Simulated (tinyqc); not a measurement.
Brillouin zone and empty-lattice bands of the hcp structure: sweeps and comparisons. A value that a table varies takes the place of the one given here.

Primitive vectors a1 = a (1,0,0), a2 = a (-1/2, sqrt3/2, 0), a3 = (0,0,c); atoms at 0 and a1/3 + 2 a2/3 + a3/2. Reciprocal vectors obey a_i.b_j = 2 pi delta_ij; k is given in units of 2 pi/a. Empty-lattice levels are c0 (2 pi/a)^2 |k + G|^2, c0 = hbar^2/2m0. Points: M = (1/2, 1/(2 sqrt3), 0), K = (2/3, 0, 0), A = (0, 0, a/2c), L = M + A, H = K + A.

Constants: hbar^2/2m0 = 3.80998211 eV angstrom^2.

Parameters, chosen for this exercise (out of a larger set: lattice near that of Mg; not measured data): a = 3.207 angstrom (lattice constant); ca = 1.625 (c/a).

## Electron counts at which the sphere reaches the zone

Z = V kF^3/(6 pi^2), V the volume of the primitive cell, with kF = |k| of each point.

Results:

| point | \|k\| (2 pi/a) | Z per atom | EF there (eV) |
|---|---|---|---|
| M | 0.5774 | 1.134 | 4.875 |
| K | 0.6667 | 1.747 | 6.500 |
| A | 0.3077 | 0.172 | 1.385 |
| L | 0.6542 | 1.651 | 6.259 |
| H | 0.7342 | 2.333 | 7.884 |

What does this show, and why?

The sphere first touches the zone at A, for Z = 0.172, and covers it at H, for Z = 2.333, while the zone itself holds 1 electron per atom. These counts do not depend on a, only on c/a. The face through A belongs to G = (0001), whose structure factor vanishes, so no first-order gap opens there.

## Empty-lattice bands from Gamma to A

k = f x A; the eight lowest levels, degenerate ones repeated.

Levels (eV):

| f | 1 | 2 | 3 | 4 | 5 | 6 | 7 | 8 |
|---|---|---|---|---|---|---|---|---|
| 0.000 | 0.00 | 5.54 | 5.54 | 19.50 | 19.50 | 19.50 | 19.50 | 19.50 |
| 0.167 | 0.04 | 4.65 | 6.50 | 19.54 | 19.54 | 19.54 | 19.54 | 19.54 |
| 0.333 | 0.15 | 3.85 | 7.54 | 18.61 | 19.65 | 19.65 | 19.65 | 19.65 |
| 0.500 | 0.35 | 3.12 | 8.65 | 16.96 | 19.85 | 19.85 | 19.85 | 19.85 |
| 0.667 | 0.62 | 2.46 | 9.85 | 15.38 | 20.11 | 20.11 | 20.11 | 20.11 |
| 0.833 | 0.96 | 1.88 | 11.12 | 13.88 | 20.46 | 20.46 | 20.46 | 20.46 |
| 1.000 | 1.38 | 1.38 | 12.46 | 12.46 | 20.88 | 20.88 | 20.88 | 20.88 |

What can be read from the table?

Band 1 is the parabola f^2 x 1.38 eV. The next levels start from the first shell of G at 5.54 eV; a branch falls at first if its G has a component against k, and branches cross. The second level ends at 1.38 eV and meets band 1 at the zone surface.

## The axial ratio

a is rescaled so that the cell volume stays fixed; contacts Z = V kF^3/(6 pi^2) at M, at the (0002) plane (kF = a/c in 2 pi/a) and at the {10-11} planes (kF = sqrt(4/3 + (a/c)^2)/2).

Z per atom at contact:

| c/a | {10-10} at M | (0002) | {10-11} |
|---|---|---|---|
| 1.504 | 1.050 | 1.604 | 1.613 |
| 1.598 | 1.116 | 1.421 | 1.642 |
| 1.617 | 1.129 | 1.387 | 1.648 |
| 1.737 | 1.213 | 1.202 | 1.692 |
| 1.750 | 1.222 | 1.185 | 1.697 |
| 1.771 | 1.236 | 1.157 | 1.705 |
| 1.884 | 1.315 | 1.022 | 1.753 |

What can be read from the table?

The (0002) contact falls from 1.604 to 1.022 as c/a grows (as (c/a)^-2) while the {10-10} contact rises from 1.050 to 1.315; they cross at c/a = sqrt3 = 1.732. All three contacts lie below Z = 2, so the sphere of a divalent metal crosses all three sets of planes.

tinyqc: `OMP_NUM_THREADS=1 python tinyqc.py 1850461 1850462 out.jsonl`; about 0.02 s, one thread, shared Intel(R) Xeon(R) Processor @ 2.30GHz.
